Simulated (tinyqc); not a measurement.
Comparisons within one model: interband optics of a two-band s-p chain from momentum matrix elements. A value that a table varies takes the place of the one given here.

H(k) = [[Es - 2 ts cos ka, 2i V sin ka], [-2i V sin ka, Ep_ + 2 tp cos ka]] in the basis s, p; the lower band is full, with two electrons a cell. The velocity operator times hbar is W = dH/dk (eV angstrom); intra-atomic dipoles are left out.

With w(k) = |<c|W|v>|^2 and D(k) = Ec - Ev, on the mesh k_j = (j + 1/2)/N (2 pi/a): eps(E) = 1 + (8 pi e2/(a Ar)) mean_j (w/D^2) [1/(D - E - i eta) + 1/(D + E + i eta)], e2 = e^2/(4 pi eps0); light polarised along the chains, no local fields.

Constants: e^2/(4 pi eps0) = 14.39964547 eV angstrom; hbar^2/2m0 = 3.80998211 eV angstrom^2.

Inputs chosen for the exercise: a = 2.7 angstrom (period); Es = 3.44 eV (upper orbital (s)); Ep_ = -3.16 eV (lower orbital (p)); ts = 0.57 eV (s-s hopping); tp = 0.24 eV (p-p hopping); V = 0.65 eV (s-p hopping); Ar = 6.3 angstrom^2 (cross-section per chain); eta = 0.3 eV (Lorentzian half width); E = 4.16 eV (photon energy).

## Joint density of states against eps2

Mesh of 2000 points. J(E) = mean of (eta/pi)/((E - D)^2 + eta^2). The fourth column is J times the constant (8 pi^2 e2/(a Ar)) mean(w/D^2). R = |(sqrt(eps) - 1)/(sqrt(eps) + 1)|^2.

Spectrum:

| E (eV) | J (1/eV) | eps2 | eps2 with constant element | eps1 | R |
|---|---|---|---|---|---|
| 4.38 | 0.043 | 0.856 | 0.409 | 3.671 | 0.106 |
| 4.78 | 0.113 | 2.655 | 1.087 | 4.373 | 0.168 |
| 5.19 | 0.214 | 4.508 | 2.056 | 1.123 | 0.249 |
| 5.59 | 0.192 | 2.447 | 1.842 | -0.318 | 0.252 |
| 5.99 | 0.179 | 1.210 | 1.721 | -0.080 | 0.190 |
| 6.40 | 0.180 | 0.646 | 1.730 | 0.468 | 0.061 |
| 6.80 | 0.192 | 0.533 | 1.850 | 1.035 | 0.016 |
| 7.21 | 0.220 | 0.810 | 2.117 | 1.568 | 0.034 |
| 7.61 | 0.272 | 1.599 | 2.618 | 1.880 | 0.081 |
| 8.01 | 0.349 | 3.042 | 3.354 | 1.042 | 0.182 |
| 8.42 | 0.189 | 1.837 | 1.821 | -1.168 | 0.382 |
| 8.82 | 0.066 | 0.603 | 0.639 | -0.670 | 0.473 |

Transitions span 4.980 to 8.220 eV. Among the energies listed J peaks at 8.01 eV and eps2 at 5.19 eV. The ratio of eps2 to the constant-element value is 2.19 at 5.19 eV and 0.91 at 8.01 eV: w/D^2 is 0.497 angstrom^2 at the zone centre and 0.182 at the edge.

## Mesh against broadening

eps2 at E for three widths, and eps(0) at eta = 0; the last row is the mesh of 2000 points.

Convergence:

| N | eta = 0.03 eV | eta = 0.1 eV | eta = 0.3 eV | eps(0) |
|---|---|---|---|---|
| 4 | 0.015 | 0.050 | 0.147 | 1.7092 |
| 8 | 0.052 | 0.171 | 0.479 | 2.0056 |
| 16 | 0.059 | 0.195 | 0.538 | 2.0139 |
| 32 | 0.059 | 0.195 | 0.538 | 2.0139 |
| 64 | 0.059 | 0.195 | 0.538 | 2.0139 |
| 128 | 0.059 | 0.195 | 0.538 | 2.0139 |
| 2000 | 0.059 | 0.195 | 0.538 | 2.0139 |

The first N from which eps2 stays within 2 % of the last row is 16 for eta = 0.03, 16 for 0.1 and 16 for 0.3 eV; for eps(0) and 0.1 % it is 16. E lies outside the range of transitions, so eps2 is only the tail of the broadening and grows with eta.

## Static constant against the gap

Es takes the values listed; mesh of 400 points; the Penn-type estimate is 1 + 8 pi c e2 n_eff/(a Ar Dm^2) with Dm the f-weighted mean of D, f = w/(c D), n_eff = 2 mean(f), c = hbar^2/2m0.

Results:

| Es (eV) | smallest D (eV) | Dm (eV) | n_eff | eps(0) | estimate |
|---|---|---|---|---|---|
| 3.14 | 4.680 | 6.326 | 0.498 | 2.179 | 2.010 |
| 3.44 | 4.980 | 6.626 | 0.477 | 2.014 | 1.881 |
| 3.94 | 5.480 | 7.124 | 0.445 | 1.802 | 1.711 |
| 4.44 | 5.980 | 7.623 | 0.417 | 1.646 | 1.582 |
| 5.44 | 6.980 | 8.621 | 0.370 | 1.438 | 1.404 |
| 6.44 | 7.980 | 9.619 | 0.332 | 1.311 | 1.291 |
| 8.44 | 9.980 | 11.616 | 0.276 | 1.174 | 1.166 |

eps(0) - 1 falls from 1.179 to 0.174, as Dm^-3.15; a fixed n_eff would give the power -2, and n_eff goes from 0.498 to 0.276. The single-gap estimate is low by 14.4 % of eps(0) - 1 in the first row and 4.3 % in the last, since 1/D^2 favours the smallest separations. n_eff need not equal the 2 electrons of the cell: a two-orbital basis with chosen hoppings does not obey the free-electron sum rule.

## What moves the optical response

Mesh of 400 points; n_eff = 2 mean(w/(c D)), c = hbar^2/2m0. Each row changes one parameter from the base and keeps the others.

Results:

| case | smallest D (eV) | largest D (eV) | n_eff | eps(0) |
|---|---|---|---|---|
| base | 4.980 | 8.220 | 0.477 | 2.014 |
| a = 2.835 angstrom | 4.980 | 8.220 | 0.526 | 2.065 |
| Es = 3.74 eV | 5.280 | 8.520 | 0.457 | 1.879 |
| ts = 0.684 eV | 4.752 | 8.448 | 0.481 | 2.077 |
| V = 0.715 eV | 4.980 | 8.220 | 0.571 | 2.205 |
| Ar = 6.93 angstrom^2 | 4.980 | 8.220 | 0.477 | 1.922 |

The largest shifts from the base row, up to three for each result and ties (the steps differ in size, so this ranks the rows, not the parameters). smallest D (eV): Es +0.300, ts -0.228; unchanged at the printed digits by a, V and Ar. largest D (eV): Es +0.300, ts +0.228; unchanged at the printed digits by a, V and Ar. n_eff: V +0.094, a +0.049, Es -0.020; unchanged at the printed digits by Ar. eps(0): V +0.191, Es -0.135, Ar -0.092.

(tinyqc, `OMP_NUM_THREADS=1 python tinyqc.py 1650434 1650435 out.jsonl`, Intel(R) Xeon(R) Processor @ 2.30GHz, 1 thread, shared host, about 0.02 s.)
